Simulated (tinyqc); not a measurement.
Worked calculation: metal-induced gap states at the contact of a metal chain and a two-band chain. Values are carried at full precision from step to step, so a last printed digit may differ when a step is redone from the rounded ones.

The semiconductor alternates sites A at -Eg/2 and C at +Eg/2 with hopping -t; the gap runs from -Eg/2 to Eg/2. In the gap cosh(q a) = 1 + (Eg^2/4 - E^2)/(2 t^2) and the amplitude changes by -exp(-q a) a period. The metal has site energy 0 and hopping -tm; its end site has g_m = (E - i sqrt(4 tm^2 - E^2))/(2 tm^2). Sites 1, 2, ... count into the semiconductor, with energies e1, e2 alternating. The clean half chain has g1 = 1/(E - e1 - t^2 g2), g2 = 1/(E - e2 - t^2 g1), decaying root. With the contact G11 = 1/(1/g1 - tc^2 g_m), and the density on site j is -Im G_jj/pi = |psi_j/psi_1|^2 (-Im G11/pi), per spin, with psi_2/psi_1 = -t g2, psi_3/psi_2 = -t g1.

Constants: e^2/(4 pi eps0) = 14.39964547 eV angstrom.

Inputs chosen for the exercise (gap and optical dielectric constant near those of Ge; the chain itself is a model; shifted at random, so the results belong to these values and not to a real crystal):
```
symbol  value  unit      meaning
Eg      0.68   eV        gap
t       2.34   eV        hopping in the semiconductor
a       4      angstrom  period (two sites); one chain for each area a^2
E       0.03   eV        energy from mid-gap
tm      3.02   eV        hopping in the metal
tc      2.6    eV        hopping across the contact
end     C                site that touches the metal
eps     16.5             dielectric constant
```

## Decay in the gap

Form cosh(q a), l = exp(-q a), q and the decay length 1/(2q) of the density.

cosh(q a) = 1.01047
l = 0.86536
q = 0.03615 1/angstrom
xi, the decay length of the density = 13.831 angstrom

## Green functions

The decaying root is g1 = (1 - l)/(E - e1), g2 = (1 - l)/(E - e2), l = exp(-q a). Form them, g_m and G11.

g1, g2 (1/eV): [-0.43431, 0.36388]

g_m = 0.00164-0.33112i 1/eV
G11 = -0.22325-0.21600i 1/eV

## Density site by site

D1 = -Im G11/pi, D2 = (t g2)^2 D1, and each further period multiplies by l^2. The sum over all sites is (D1 + D2)/(1 - l^2). The Green functions stand in the order g1, g2.

density on sites 1 to 8 (1/eV): [0.06875, 0.04985, 0.05149, 0.03733, 0.03856, 0.02795, 0.02887, 0.02093]

Ds, the density per spin summed over the semiconductor = 0.47224 1/eV

The first period holds 25 % of the gap states at this energy.

## Pinning factor

Gap states per area N = 2 Ds/a^2 (two spins). Charge in them sits a distance xi from the metal, so S = 1/(1 + 4 pi e^2 N xi/eps), e^2 meaning e^2/(4 pi eps0); S is the change of the barrier per change of the metal work function.

N = 5.903e+14 1/(eV cm^2)
4 pi e^2 N xi/eps = 8.9535
S = 0.1005

Strong pinning, near the Bardeen limit S = 0.

## Checks

- g1 from the closed form against decimation: both -0.434313.

Run: tinyqc, `OMP_NUM_THREADS=1 python tinyqc.py 1450485 1450486 out.jsonl`; Intel(R) Xeon(R) Processor @ 2.30GHz, one thread, shared host; about 0.01 s of CPU time with all checks.
